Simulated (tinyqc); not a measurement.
From results back to parameters: deep level as a short-range spherical well. Three cases, with inputs chosen for the exercise.

Problem. Emission rates at T and T2 were computed from hidden Et and sn.

Thermal emission e = sn v Nc exp(-Et/kB T), v = sqrt(6 c kB T/m)/hbar, Nc = 2 gv (m kB T/(4 pi c))^(3/2), c = hbar^2/2m0, one mass for both, degeneracy ratio 1; 1 angstrom = 1e-8 cm.

Constants: hbar^2/2m0 = 3.80998211 eV angstrom^2; kB = 8.617333262e-05 eV/K; hbar = 6.58211957e-16 eV s.

Find: Et; sn.

Method. v Nc goes as T^2, so ln(e/T^2) against 1/T has slope -Et/kB; the intercept gives sn.

Case 1.

Values chosen (near those of 4H SiC; shifted at random, so the results belong to these values and not to a real crystal): m = 0.409 m0 (mass); gv = 3 (valleys); T = 350 K (temperature); T2 = 390 K (second temperature).

e(T), e(T2) (1/s): 49925.66  269436.1

Solution.

Et = 0.432 eV
sn = 1.7 x 1e-16 cm^2

Case 2.

Values chosen (near those of InP; shifted at random, so the results belong to these values and not to a real crystal): m = 0.081 m0 (mass); gv = 1 (valleys); T = 250 K (temperature); T2 = 290 K (second temperature).

e(T), e(T2) (1/s): 7.016887  139.7633

Solution.

Et = 0.421 eV
sn = 1.3 x 1e-16 cm^2

Case 3.

Values chosen (near those of 4H SiC; shifted at random, so the results belong to these values and not to a real crystal): m = 0.412 m0 (mass); gv = 3 (valleys); T = 150 K (temperature); T2 = 190 K (second temperature).

e(T), e(T2) (1/s): 1102703  1.442944e+07

Solution.

Et = 0.129 eV
sn = 2.6 x 1e-16 cm^2

Computed by tinyqc, one run a case: `OMP_NUM_THREADS=1 python tinyqc.py N N+1 out.jsonl` with N = 1250067, 1250618, 1250620; one thread of a shared Intel(R) Xeon(R) Processor @ 2.30GHz, about 0.01 s a run at most.
